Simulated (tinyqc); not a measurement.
MP2 on RHF in the sto-3g basis, for H2, spin multiplicity 1, step by step. One step of it, computed by the program tinyqc.

Problem. Second-order Moller-Plesset energy. E2 = sum_ijab (ia|jb) [2 (ia|jb) - (ib|ja)] / (e_i + e_j - e_a - e_b) over occupied i, j and virtual a, b; the opposite-spin part is (ia|jb)^2 / denominator, the rest is same-spin, and SCS-MP2 scales them by 6/5 and 1/3.

orbital energies (hartree): MO1 -0.557615, MO2 0.620037

Two-electron integrals over orbitals (pq|rs), unique and non-zero (hartree):
```
p,q,r,s,(pq|rs)
1,1,1,1,0.664849
2,1,2,1,0.184164
2,2,1,1,0.654792
2,2,2,2,0.688218
```

Hartree-Fock energy = -1.11192661 hartree

Give: Terms; Pair energies; MP2 correlation energy; SCS-MP2 correlation energy; MP2 total energy.

Solution.

Terms:
```
i,j,a,b,(ia|jb),(ib|ja),denominator,term
1,1,2,2,0.184,0.184,-2.355,-0.014
```

Pair energies (hartree; pair i-j sums ij and ji):
```
pair,opposite spin,same spin
1-1,-0.014,0.000
```

MP2 correlation energy = -0.01440 hartree

SCS-MP2 correlation energy = -0.01728 hartree

MP2 total energy = -1.12633 hartree
